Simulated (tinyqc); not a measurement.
Pariser-Parr-Pople SCF with singles CI, for the molecule O=CC1=CC=C1O (SMILES; centres numbered as the heavy atoms are written), step by step. One step of it, computed by the program tinyqc.

Problem. Iteration 1: orbitals and new P. Diagonalise F (the basis is taken as orthonormal) and form P = 2 sum c c over the lowest orbitals; 0.3 of the old P is kept.

F (eV), order 1O, 2C, 3C, 4C, 5C, 6C, 7O:
```
[[-8.918252, -4.562785, 0.669897, 0.266254, -0.440602, 0.098797, 0.000000],
 [-4.562785, -4.274504, -3.567146, 0.000000, 0.348942, 0.000000, 0.086694],
 [0.669897, -3.567146, -5.040795, -3.470202, 0.757398, -2.994890, 0.000000],
 [0.266254, 0.000000, -3.470202, -4.374966, -3.929543, 0.000000, 0.850962],
 [-0.440602, 0.348942, 0.757398, -3.929543, -5.477001, -3.141032, 0.000000],
 [0.098797, 0.000000, -2.994890, 0.000000, -3.141032, -7.153592, -4.710498],
 [0.000000, 0.086694, 0.000000, 0.850962, 0.000000, -4.710498, -18.295495]]
```

pi electrons, sum of z_r less the charge = 8

P at the start, order 1O, 2C, 3C, 4C, 5C, 6C, 7O:
```
[[1.311242, 0.807942, -0.327392, -0.180777, 0.327392, -0.057515, 0.000000],
 [0.807942, 1.000000, 0.541550, 0.000000, -0.226537, 0.000000, -0.051325],
 [-0.327392, 0.541550, 1.344379, 0.505170, -0.344379, 0.327335, 0.000000],
 [-0.180777, 0.000000, 0.505170, 1.000000, 0.677029, 0.000000, -0.503741],
 [0.327392, -0.226537, -0.344379, 0.677029, 1.344379, 0.382013, 0.000000],
 [-0.057515, 0.000000, 0.327335, 0.000000, 0.382013, 1.000000, 0.862329],
 [0.000000, -0.051325, 0.000000, -0.503741, 0.000000, 0.862329, 1.000000]]
```

Give: orbital energies; P after iteration 1.

Solution.

orbital energies (eV): [-20.1789, -12.3507, -11.1700, -7.2345, -4.7498, -0.4989, 2.6482]

P after iteration 1, order 1O, 2C, 3C, 4C, 5C, 6C, 7O:
```
[[1.5180, 0.7195, -0.3022, -0.1252, 0.2750, -0.0783, 0.0198],
 [0.7195, 0.8534, 0.5980, 0.0285, -0.2871, 0.0423, -0.0387],
 [-0.3022, 0.5980, 1.3072, 0.4322, -0.3360, 0.3825, -0.0579],
 [-0.1252, 0.0285, 0.4322, 0.6990, 0.6285, 0.3097, -0.3459],
 [0.2750, -0.2871, -0.3360, 0.6285, 1.3052, 0.4736, -0.0776],
 [-0.0783, 0.0423, 0.3825, 0.3097, 0.4736, 0.7441, 0.5955],
 [0.0198, -0.0387, -0.0579, -0.3459, -0.0776, 0.5955, 1.5730]]
```
